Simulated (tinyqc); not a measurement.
# Worked calculation: p-n heterojunction, non-linear Poisson equation by Newton steps, Fermi-Dirac statistics

Numbers from tinyqc (`OMP_NUM_THREADS=1 python tinyqc.py 2040079 2040080 out.jsonl`; about 0.2 s on one thread of a shared Intel Xeon 2.30GHz). Printed values are rounded.

One dimension, material 1 (p-type) at x < 0 and material 2 (n-type) at x > 0. Band edges: Ec = -psi in material 1 and -psi + dEc in material 2, Ev = Ec - Eg. Flat quasi-Fermi levels: 0 for holes, +V for electrons. n = Nc F((EFn - Ec)/Vt), p = Nv F((Ev - EFp)/Vt), with F(eta) = F_1/2(eta) = (2/sqrt(pi)) int_0^infinity sqrt(u) du/(1 + exp(u - eta)) (Fermi-Dirac statistics); full ionisation, no interface charge, classical densities; the doping types are chosen for the exercise.

Parameters, values chosen for the exercise; band and dielectric values those of a made-up pair:
- T = 350 K (temperature)
- Eg1 = 0.795 eV (band gap of material 1)
- er1 = 15.5 (relative permittivity of material 1)
- Nc1 = 3.16e17 cm^-3 (conduction-band density of states of material 1)
- Nv1 = 1.16e19 cm^-3 (valence-band density of states of material 1)
- Eg2 = 1.45 eV (band gap of material 2)
- er2 = 13 (relative permittivity of material 2)
- Nc2 = 8e17 cm^-3 (conduction-band density of states of material 2)
- Nv2 = 1.56e19 cm^-3 (valence-band density of states of material 2)
- dEc = 0.26 eV (conduction-band offset Ec2 - Ec1)
- N1 = 3.3e17 cm^-3 (acceptor density of material 1)
- N2 = 1.9e16 cm^-3 (donor density of material 2)
- V = -0.6 V (bias of side 1 against side 2)

Constants: q = 1.602176634e-19 C, kB = 1.380649e-23 J/K, Vt = kB T/q, eps0 = 8.8541878128e-14 F/cm where lengths are in cm. Results are converted to the units shown.

## Offsets and end potentials

dEv = Ev1 - Ev2 = Eg2 - Eg1 - dEc. Neutrality of the majority carriers far from the junction: Nv1 F((-psi_L - Eg1)/Vt) = N1 and Nc2 F((V + psi_R - dEc)/Vt) = N2. Total bending psi_R - psi_L.

dEv = 0.395 eV
psi_L = -0.6879413 V
psi_R = 0.7474471 V
psi_R - psi_L = 1.435388 V

The alignment is straddling (type I): dEc and dEv have the same sign.

## Permittivity of the intervals

| node | x (nm) |
|---|---|
| 0 | -94.8 |
| 1 | -63 |
| 2 | -38.6 |
| 3 | -19.8 |
| 4 | -5.5 |
| 5 | 5.5 |
| 6 | 33.1 |
| 7 | 103 |
| 8 | 277 |
| 9 | 714 |

er1 or er2; the interface lies midway in its interval, which gets the series value 2 er1 er2/(er1 + er2).

| interval | eps_r |
|---|---|
| 0 | 15.5 |
| 1 | 15.5 |
| 2 | 15.5 |
| 3 | 15.5 |
| 4 | 14.14035 |
| 5 | 13 |
| 6 | 13 |
| 7 | 13 |
| 8 | 13 |

## Couplings between neighbouring nodes

a_i = eps0 eps_r/h_i for the interval from node i to i + 1, with h_i = x_(i+1) - x_i in cm.

| interval | coupling a_i (F/cm^2) |
|---|---|
| 0 | 4.315720e-7 |
| 1 | 5.624587e-7 |
| 2 | 7.299995e-7 |
| 3 | 9.597197e-7 |
| 4 | 1.138194e-6 |
| 5 | 4.170451e-7 |
| 6 | 1.646702e-7 |
| 7 | 6.615198e-8 |
| 8 | 2.633969e-8 |

## Starting potential

| node | material |
|---|---|
| 0 | 1 |
| 1 | 1 |
| 2 | 1 |
| 3 | 1 |
| 4 | 1 |
| 5 | 2 |
| 6 | 2 |
| 7 | 2 |
| 8 | 2 |
| 9 | 2 |

psi_L + (psi_R - psi_L)(1 + tanh(x/s))/2 on the inner nodes with s = 67 nm, psi_L and psi_R on the ends.

| node | psi at the start (V) |
|---|---|
| 0 | -0.6879413 |
| 1 | -0.4980102 |
| 2 | -0.3433327 |
| 3 | -0.1763758 |
| 4 | -0.0290303 |
| 5 | 0.0885361 |
| 6 | 0.3580327 |
| 7 | 0.6840516 |
| 8 | 0.7470791 |
| 9 | 0.7474471 |

## Iteration 1: densities, residual and Jacobian diagonal

n_i = Nc F(a_n), a_n = (V - Ec_i)/Vt; p_i = Nv F(a_p), a_p = (Ec_i - Eg)/Vt; rho_i = p_i - n_i + C_i with C = -N1 or +N2; g_i = (Nc F'(a_n) + Nv F'(a_p))/Vt with F' = F_-1/2(eta) = (1/sqrt(pi)) int_0^infinity u^(-1/2) du/(1 + exp(u - eta)). Box widths w_i = (h_(i-1) + h_i)/2 in cm. Residual F_i = a_i (psi_(i+1) - psi_i) - a_(i-1) (psi_i - psi_(i-1)) + q rho_i w_i; Jacobian: a_(i-1) and a_i beside the diagonal, b_i = -a_(i-1) - a_i - q g_i w_i on it. The two end nodes are fixed.

| node | n (cm^-3) | p (cm^-3) |
|---|---|---|
| 0 | 0.08998059 | 3.3e17 |
| 1 | 48.86922 | 6.137417e14 |
| 2 | 8246.968 | 3.636929e12 |
| 3 | 2.091065e6 | 1.434372e10 |
| 4 | 2.767255e8 | 1.083877e8 |
| 5 | 6.230154e6 | 6.067572 |
| 6 | 4.732370e10 | 7.987946e-4 |
| 7 | 2.339350e15 | 1.614245e-8 |
| 8 | 1.877149e16 | 1.997162e-9 |
| 9 | 1.9e16 | 1.972944e-9 |

| node | residual F (C/cm^2) | diagonal b (F/cm^2) |
|---|---|---|
| 1 | -1.432627e-7 | -1.003192e-6 |
| 2 | -7.932319e-8 | -1.292500e-6 |
| 3 | -6.797095e-8 | -1.689719e-6 |
| 4 | -7.447985e-8 | -2.097914e-6 |
| 5 | -1.554598e-8 | -1.555239e-6 |
| 6 | -4.386651e-8 | -5.817165e-7 |
| 7 | -1.696371e-8 | -3.822123e-7 |
| 8 | -3.041222e-9 | -3.113791e-6 |

## Iteration 1: Newton step

Solve the tridiagonal system a_(i-1) d_(i-1) + b_i d_i + a_i d_(i+1) = -F_i for nodes 1 to 8, with d = 0 on fixed nodes. Each component d is damped to sign(d) Vt ln(1 + |d|/Vt) before it is added.

| node | Newton step d, before damping (V) |
|---|---|
| 1 | -0.745606 |
| 2 | -1.075142 |
| 3 | -1.220447 |
| 4 | -1.260147 |
| 5 | -1.228186 |
| 6 | -1.103680 |
| 7 | -0.521974 |
| 8 | -0.012066 |

| node | psi after iteration 1 (V) |
|---|---|
| 0 | -0.6879413 |
| 1 | -0.5959514 |
| 2 | -0.4519514 |
| 3 | -0.2887196 |
| 4 | -0.1423167 |
| 5 | -0.0239938 |
| 6 | 0.2486451 |
| 7 | 0.5963669 |
| 8 | 0.7369297 |
| 9 | 0.7474471 |

## Iteration 2: densities, residual and Jacobian diagonal

As before.

| node | n (cm^-3) | p (cm^-3) |
|---|---|---|
| 0 | 0.08998059 | 3.3e17 |
| 1 | 1.899964 | 1.577883e16 |
| 2 | 225.0370 | 1.332826e14 |
| 3 | 50429.83 | 5.947599e11 |
| 4 | 6.468398e6 | 4.636950e9 |
| 5 | 1.493274e5 | 253.1478 |
| 6 | 1.258831e9 | 0.03002937 |
| 7 | 1.279132e14 | 2.955112e-7 |
| 8 | 1.343929e16 | 2.796139e-9 |
| 9 | 1.9e16 | 1.972944e-9 |

| node | residual F (C/cm^2) | diagonal b (F/cm^2) |
|---|---|---|
| 1 | -1.001723e-7 | -1.229450e-6 |
| 2 | -7.599198e-8 | -1.293987e-6 |
| 3 | -6.615605e-8 | -1.689724e-6 |
| 4 | -7.271420e-8 | -2.097914e-6 |
| 5 | -1.509652e-8 | -1.555239e-6 |
| 6 | -4.160318e-8 | -5.817153e-7 |
| 7 | -1.108757e-8 | -2.391081e-7 |
| 8 | 1.819627e-8 | -2.260626e-6 |

## Iteration 2: Newton step

As before.

| node | Newton step d, before damping (V) |
|---|---|
| 1 | -0.480310 |
| 2 | -0.871788 |
| 3 | -1.071147 |
| 4 | -1.153860 |
| 5 | -1.159717 |
| 6 | -1.139505 |
| 7 | -0.835669 |
| 8 | -0.016405 |

| node | psi after iteration 2 (V) |
|---|---|
| 0 | -0.6879413 |
| 1 | -0.6812697 |
| 2 | -0.5544379 |
| 3 | -0.3972291 |
| 4 | -0.2530104 |
| 5 | -0.1348363 |
| 6 | 0.1383194 |
| 7 | 0.4951130 |
| 8 | 0.7238303 |
| 9 | 0.7474471 |

## Course of the Newton iteration

Stop when the largest undamped |d| is below 1e-9 V, or after 80 iterations.

Course of the iteration:

| iteration | largest \|F\| (C/cm^2) | largest \|d\| (V) | at node |
|---|---|---|---|
| 1 | 1.43e-7 | 1.26 | 4 |
| 2 | 1.00e-7 | 1.16 | 5 |
| 3 | 7.08e-8 | 0.766 | 6 |
| 4 | 1.70e-7 | 0.520 | 6 |
| 5 | 8.41e-8 | 0.356 | 6 |
| 6 | 9.15e-8 | 0.239 | 6 |
| 7 | 4.13e-8 | 0.146 | 6 |
| 8 | 3.61e-8 | 0.0863 | 6 |
| 9 | 1.56e-8 | 0.0429 | 6 |
| 10 | 7.47e-9 | 0.0160 | 6 |
| 11 | 1.73e-9 | 3.15e-3 | 6 |
| 12 | 8.90e-11 | 1.54e-4 | 6 |
| 13 | 2.27e-13 | 3.90e-7 | 6 |
| 14 | 1.47e-18 | 2.52e-12 | 6 |

Converged in 14 iterations. Once the step is below 0.1 Vt, 2 more iteration(s) reach the threshold: near the solution the error is roughly squared each time.

## Band edges, densities and displacement

| node | converged psi (V) |
|---|---|
| 0 | -0.6879413 |
| 1 | -0.6877410 |
| 2 | -0.6858566 |
| 3 | -0.6740541 |
| 4 | -0.6316458 |
| 5 | -0.5462907 |
| 6 | -0.3274284 |
| 7 | 0.1367437 |
| 8 | 0.7310125 |
| 9 | 0.7474471 |

Ec, Ev, n and p as defined; D = a_k (psi_(k+1) - psi_k) on the interval that holds the interface.

| node | Ec (eV) | Ev (eV) | n (cm^-3) | p (cm^-3) |
|---|---|---|---|---|
| 0 | 0.6879413 | -0.107059 | 0.08998059 | 3.3e17 |
| 1 | 0.6877410 | -0.107259 | 0.09058002 | 3.278378e17 |
| 2 | 0.6858566 | -0.109143 | 0.09641983 | 3.081663e17 |
| 3 | 0.6740541 | -0.120946 | 0.1425988 | 2.090007e17 |
| 4 | 0.6316458 | -0.163354 | 0.5817928 | 5.147300e16 |
| 5 | 0.8062907 | -0.643709 | 0.004501893 | 8.396892e9 |
| 6 | 0.5874284 | -0.862572 | 6.380780 | 5.924340e6 |
| 7 | 0.1232563 | -1.326744 | 3.080757e7 | 1.227033 |
| 8 | -0.4710125 | -1.921012 | 1.105680e16 | 3.402221e-9 |
| 9 | -0.4874471 | -1.937447 | 1.9e16 | 1.972944e-9 |

D = 97.15063 nC/cm^2

## Check against the first integral

Exact first integral: on each side D^2/(2 eps0 er) = G, G = q [Vt (nI_j - nI_b) + Vt (pI_j - pI_b) - C (psi_j - psi_b)], with C = -N1 or +N2, b the neutral end of that side, and nI, pI the densities with F_1/2 replaced by F_3/2(eta) = (4/(3 sqrt(pi))) int_0^infinity u^(3/2) du/(1 + exp(u - eta)). D is continuous, so er1 G1(psi_j) = er2 G2(psi_j) fixes psi_j. Ends from Nv1 F((-psi_L - Eg1)/Vt) = N1 and Nc2 F((V + psi_R - dEc)/Vt) = N2. D is counted positive when psi rises towards material 2.

psi_j = -0.5956624 V
D = 95.91709 nC/cm^2
psi_j - psi_L = 0.09227888 V
psi_R - psi_j = 1.343109 V
Ec1 - EFn at the interface = 1.195662 eV
Ec2 - EFn at the interface = 1.455662 eV

Material 2 takes 93.6 % of the bending. The 10-node mesh gave D = 97.15 nC/cm^2, 1.3 % above the exact value in size.
